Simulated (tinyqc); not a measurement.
Chemical-mechanical planarisation: Preston law, pattern density and step-height reduction: one step, computed by the program tinyqc.

A row of 10 cells, repeated periodically, holds raised features that cover a share rho of each cell.

Task: Effective density. The stiff pad averages the density: rho_eff(i) = sum_j w_ij rho_j / sum_j w_ij, w = exp(-2 d^2/L^2), L the planarisation length and d the distance between cell centres, summed over all periodic images of cell j.

Inputs (values chosen for the exercise, close to those used for copper polishing): cell size = 2 mm; planarisation length = 2.4 mm.

local pattern densities, cell by cell: 0.6  0.7  0.2  0.4  0.4  0.25  0.7  0.25  0.9  0.7

Give: normalised weights (images included) for cells 0, 1, 2, ... apart; effective densities.

Result:

normalised weights (images included) for cells 0, 1, 2, ... apart: 0.66382  0.16552  0.00257  0.00000  0.00000  0.00000

effective densities: 0.63285  0.59992  0.31741  0.36728  0.37543  0.34970  0.55077  0.43323  0.75802  0.71540

Local densities span 0.2 to 0.9, effective ones 0.317 to 0.758.
